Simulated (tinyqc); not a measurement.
Hubbard ring of 6 sites, step by step. Computed by tinyqc, a small Python program that keeps every step. Settings: hopping = 1.7, U = 4.6, mixing = 1, iteration cap = 59. Command: `OMP_NUM_THREADS=1 python tinyqc.py 26444 26445 out.jsonl` (the two numbers bound the seeds that draw the settings). One thread of a shared host (Intel(R) Xeon(R) Processor @ 2.60GHz), about 0.2 s of CPU time with the checks. Later iterations appear only in the table of the cycle.

## Mean-field iteration 1

one-body matrix (hopping and site energies) (eV), lower triangle:
```
,1,2,3,4,5,6
1,0.00000
2,-1.70000,0.00000
3,0.00000,-1.70000,0.00000
4,0.00000,0.00000,-1.70000,0.00000
5,0.00000,0.00000,0.00000,-1.70000,0.00000
6,-1.70000,0.00000,0.00000,0.00000,-1.70000,0.00000
```

U = 4.60000 eV

electrons, up and down: 3  3

mixing = 1

n(up) at the start (a guess, not normalised): 1 0.50000, 2 0.50000, 3 0.50000, 4 0.50000, 5 0.50000, 6 0.50000

n(down) at the start (a guess): 1 0.50000, 2 0.50000, 3 0.50000, 4 0.50000, 5 0.50000, 6 0.50000

H(up) = T + U n(down), H(down) = T + U n(up); fill the lowest levels; n(new) = n + mixing (n(out) - n); E = tr T (rho up + rho down) + U sum n_up n_down of the output.

levels, up (eV): -1.10000  0.60000  0.60000  4.00000  4.00000  5.70000

levels, down (eV): -1.10000  0.60000  0.60000  4.00000  4.00000  5.70000

energy = -6.70000 eV

n(up) after iteration 1: 1 0.50000, 2 0.50000, 3 0.50000, 4 0.50000, 5 0.50000, 6 0.50000

n(down) after iteration 1: 1 0.50000, 2 0.50000, 3 0.50000, 4 0.50000, 5 0.50000, 6 0.50000

## Convergence

Each step fills the lowest levels of T + U n(other spin) and sets n(new) = n + mixing (n(out) - n); stop when output and input agree to 1e-8.

Course of the cycle:
```
iteration,E (eV),largest |n(out) - n(in)|,mean |n_up - n_down|
1,-6.7000000,2.22e-16,0.00000
```

local moments n_up - n_down: 1 0.00000, 2 0.00000, 3 0.00000, 4 0.00000, 5 0.00000, 6 0.00000

Converged in 1 iterations. But random starts reach -6.77314 eV, so this is another stationary point, not the lowest one. Reruns (cap 100 unless said): mixing 0.2: converged in 1 to a higher stationary point (E = -6.70000); mixing 0.5: converged in 1 to a higher stationary point (E = -6.70000); mixing 0.9: converged in 1 to a higher stationary point (E = -6.70000). Before convergence this energy mixes input and output and is not variational, so it may rise towards its limit.

## Exact diagonalisation (400 states)

Lowest levels of the sector, and the double occupancy of the lowest state.

lowest levels (eV): -7.98639  -6.12981  -5.46658  -5.41785  -5.41785  -4.56286

double occupancy per site = 0.15520

The mean-field solution above lies 1.2864 eV above the exact energy.

## The lowest level by Lanczos steps

From a random start vector (not printed): a_j = <q_j|H|q_j>, b_j = norm of the remainder after orthogonalising; the Ritz value is the lowest eigenvalue of the tridiagonal matrix of a and b so far.

Lanczos:
```
j,a_j (eV),b_j (eV),lowest Ritz value (eV)
1,2.33809,7.69521,2.3380868
2,3.26024,7.38278,-4.9098435
3,5.57850,6.45516,-7.2068345
4,6.73022,6.26128,-7.7845157
5,7.40850,6.72041,-7.9263065
6,8.32542,6.44525,-7.9659032
7,6.38235,7.47939,-7.9774035
8,7.40655,7.39025,-7.9829559
9,9.52142,7.16227,-7.9853357
10,9.33959,6.61482,-7.9860931
```
